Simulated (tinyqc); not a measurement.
Growth with time: grain growth, pinning, strength and diffusional creep of a polycrystal or thin film. Computed by tinyqc, a small Python program. Command: `OMP_NUM_THREADS=1 python tinyqc.py 3022975 3022976 out.jsonl grain walk`. One thread of a shared host (Intel(R) Xeon(R) Processor @ 2.30GHz), about 0.01 s of CPU time with the checks.

One mean grain size d describes the structure.

Inputs (values chosen for the exercise, modelled on tungsten):

| quantity | value | unit |
|---|---|---|
| boundary energy gamma | 0.99 | J/m^2 |
| mobility prefactor M0 | 5e-06 | m^4/(J s) |
| activation energy of boundary motion Q_m | 4.73 | eV |
| anneal temperature T | 2414 | K |
| initial grain size d0 | 54 | nm |
| particle volume fraction f | 0.0044 | - |
| particle radius r | 3.6 | nm |
| film thickness h | 65 | nm |
| surface energy gamma_s | 3.7 | J/m^2 |

Sample: thin film on a substrate.

Constants: k_B = 8.617333262e-05 eV/K.

Method. M = M0 exp(-Q_m/(k_B T)). The driving pressure is 2 gamma/d. Zener pinning pressure 3 f gamma/(2 r) stops growth at d_Z = 4 r/(3 f). Grooves where boundaries meet the surface have the angle theta = arcsin(gamma/(2 gamma_s)) and are taken to stop growth at d_h = h/(2 theta), a few film thicknesses; the limit is 1/d_lim = 1/d_Z + 1/d_h. dd/dt = 2 M gamma (1/d - 1/d_lim) integrates to 2 M gamma t = d_lim (d0 - d) + d_lim^2 ln[(d_lim - d0)/(d_lim - d)]; without pinning d^2 = d0^2 + 4 M gamma t.

limit d_lim = 198.198 nm

mobility M = 6.66824e-16 m^4/(J s)

At T:

| t (s) | free growth (nm) | pinned growth (nm) | d/d_lim |
|---|---|---|---|
| 0.045 | 55.09 | 54.79 | 0.27645 |
| 0.15 | 57.55 | 56.58 | 0.28548 |
| 0.45 | 64.06 | 61.30 | 0.30930 |
| 1.5 | 82.93 | 74.67 | 0.37672 |
| 4.5 | 121.65 | 99.83 | 0.50370 |
| 15 | 206.22 | 142.46 | 0.71876 |
| 45 | 348.92 | 181.50 | 0.91574 |
| 150 | 631.67 | 197.75 | 0.99772 |

The apparent exponent d ln d/d ln t of the pinned growth is at most about 0.30, below the ideal 1/2, and falls to 0.071 in the last rows: the initial size hides the law early and pinning hides it late.
